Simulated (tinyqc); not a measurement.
Inside a calculation: averaged masses of warped heavy- and light-hole bands. Values are carried at full precision from step to step, so a last printed digit may differ when a step is redone from the rounded ones.

Constants: Ry = 13.60569312 eV; a0 (Bohr radius) = 0.5291772105 angstrom; kB = 8.617333262e-05 eV/K; hbar^2/2m0 = 3.80998211 eV angstrom^2.

Inputs chosen for the exercise (near those of InAs; the results hold for these values, not for the real material):

| symbol | value | unit | meaning |
|---|---|---|---|
| g1 | 19.99 |  | Luttinger gamma1 |
| g2 | 8.47 |  | gamma2 |
| g3 | 9.13 |  | gamma3 |
| eps | 14.78 |  | dielectric constant |
| mso | 0.085 | m0 | split-off mass |
| Dso | 0.385 | eV | spin-orbit splitting |
| T | 400 | K | temperature |

## Other forms of the parameters

Dresselhaus-Kip-Kittel form E = c [A k^2 -/+ sqrt(B^2 k^4 + C^2 (kx^2 ky^2 + ky^2 kz^2 + kz^2 kx^2))] with A = g1, B = 2 g2, C^2 = 12 (g3^2 - g2^2). Spherical form: mu = (6 g3 + 4 g2)/(5 g1), delta = (g3 - g2)/g1, masses 1/(g1 (1 -/+ mu)). Effective rydberg R* = Ry/(g1 eps^2) and radius a* = a0 g1 eps.

A, B, |C|: 19.990  16.940  11.806

mu, delta: 0.8870  0.0330

spherical masses, heavy and light (m0): 0.4429  0.0265

R* = 3.12 meV
a* = 156.3 angstrom

delta/mu = 0.04 measures the warping against the spherical splitting.

## Masses along six directions

Four-band hole energies E = c k^2 f(u), c = hbar^2/2m0, f = g1 -/+ 2 sqrt(g2^2 + 3 (g3^2 - g2^2) s), s = ux^2 uy^2 + uy^2 uz^2 + uz^2 ux^2 for the unit vector u; minus for heavy, plus for light holes; the mass along u is 1/f.

Give s and both masses.

Masses (m0):

| direction | s | heavy | light |
|---|---|---|---|
| [100] | 0.00000 | 0.3279 | 0.0271 |
| [110] | 0.25000 | 0.4876 | 0.0264 |
| [111] | 0.33333 | 0.5780 | 0.0261 |
| [210] | 0.16000 | 0.4160 | 0.0266 |
| [211] | 0.25000 | 0.4876 | 0.0264 |
| [321] | 0.25000 | 0.4876 | 0.0264 |

The heavy mass grows by a factor of 1.76 from [100] to [111] while the light one shrinks by 3 %; 1/m_heavy + 1/m_light = 2 g1 in every direction.

## Density-of-states masses from three directions

m_d^(3/2) is the angular mean of m(u)^(3/2). The rule mean = (10 F[100] + 16 F[110] + 9 F[111])/35 is exact for cubic harmonics up to sixth order. Total m_d = (m_h^(3/2) + m_l^(3/2))^(2/3).

m^(3/2):

| direction | heavy | light |
|---|---|---|
| [100] | 0.18774 | 0.00446 |
| [110] | 0.34048 | 0.00428 |
| [111] | 0.43947 | 0.00423 |

m_d heavy, light (m0): 0.4701  0.0265

total = 0.4743 m0
share of light holes = 1.3 %

## Averages on a grid

Grid: n x n midpoints in cos(theta) from 0 to 1 and phi from 0 to pi/2, equal weights. m_d = <f^(-3/2)>^(2/3). Conductivity mass for one scattering time: 1/m_c = <|w|^2 f^(-5/2)>/<f^(-3/2)> with w = grad_k(k^2 f)/(2 k), that is |w|^2 = f^2 + |angular gradient of f|^2/4.

Use n = 40.

m_d heavy, light (m0): 0.4569  0.0265

m_c heavy, light (m0): 0.4135  0.0265

The three-direction rule differs from the grid by +2.88 % for heavy holes. Warping makes m_c of the heavy holes 9 % smaller than m_d; on a sphere the two are equal.

## Effective density of states

Nv = 2 (kT/(4 pi c))^(3/2) [m_h^(3/2) + m_l^(3/2) + mso^(3/2) exp(-Dso/kT)], c = hbar^2/2m0, parabolic bands, m_h and m_l the density-of-states masses from the grid; 1 angstrom^-3 = 1e24 cm^-3.

prefactor = 3.8635e+19 cm^-3

the three terms: 0.30887  0.00432  0.00000

Nv = 1.210e+19 cm^-3

shares (%): 98.6  1.4  0.0

kT/Dso = 0.09, small enough for the four-band form.

## Checks

- m_d and m_c of heavy holes for g2 = g3 against 1/(g1 - 2 g3): they agree to 1e-10 or better.
- m_d of heavy holes on grids of 40 and 160: both 0.4569.

Program tinyqc; command `OMP_NUM_THREADS=1 python tinyqc.py 1080165 1080166 out.jsonl`; about 0.03 s on one thread of a shared Intel(R) Xeon(R) Processor @ 2.30GHz.
